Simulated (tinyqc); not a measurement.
Spectrum around the gap: Franz-Keldysh effect at a direct gap.

Parabolic bands, vertical transitions, no excitons. For each hole band j: mr = me mj/(me + mj); joint density of states J_j(E) = (mr/c)^(3/2) sqrt(E - Eg)/(2 pi^2), both spins, c = hbar^2/2m0; averaged matrix element |e.p|^2 = m0 Ep/6; alpha_j(E) = 4 pi^2 alpha_f c Ep J_j/(3 nr E) in 1/angstrom (alpha_f the fine-structure constant, listed as alpha among the constants), times 1e8 for 1/cm.

In a field Fd (1 kV/cm = 1e-5 V/angstrom) the electro-optic energy of band j is th = (c (e Fd)^2/mr)^(1/3), and sqrt(E - Eg) in J_j is replaced by pi sqrt(th) [Ai'(b)^2 - b Ai(b)^2] with b = (Eg - E)/th; Ai is the Airy function.

Constants: hbar^2/2m0 = 3.80998211 eV angstrom^2; fine-structure constant alpha = 0.007297352564.

Parameters, chosen for this exercise (near those of InGaAs; the results hold for these values, not for the real material):
- Eg = 0.731 eV (direct gap)
- me = 0.0422 m0 (electron mass)
- mhh = 0.44 m0 (heavy-hole mass)
- mlh = 0.0509 m0 (light-hole mass)
- Ep = 23.7 eV (Kane energy)
- nr = 3.6 (refractive index)
- Fd = 220 kV/cm (uniform field)

Absorption (1/cm):
```
E - Eg (eV)  alpha(0)   alpha(F)  change
-0.1956             0      4.189       4
-0.1565             0      16.87      17
-0.1174             0      62.08      62
-0.0782             0      205.9     206
-0.0391             0      599.2     599
0.0000              0       1503    1503
0.0391           4660       3173   -1487
0.0782           6272       5509    -763
0.1174           7330       7725     396
0.1565           8090       8775     686
0.1956           8662       8698      36
0.2347           9104       8781    -323
0.3129           9725       9849     124
0.3912          10115  1.018e+04      62
```

At the gap alpha(F) = 1503 1/cm; 156.5 meV below it 16.9 1/cm remain, the tail falling as exp(-(4/3) b^(3/2)). Among the energies listed the largest rise is 1503 1/cm at E - Eg = 0.0 meV and the largest fall -1487 1/cm at 39.1 meV. It changes sign between 0.0 and 39.1 meV, between 78.2 and 117.4 meV, between 195.6 and 234.7 meV and between 234.7 and 312.9 meV; th is 78.2 meV for heavy holes and 92.8 meV for light holes.

Program tinyqc; command `OMP_NUM_THREADS=1 python tinyqc.py 1650554 1650555 out.jsonl`; about 0.01 s on one thread of a shared Intel(R) Xeon(R) Processor @ 2.30GHz.
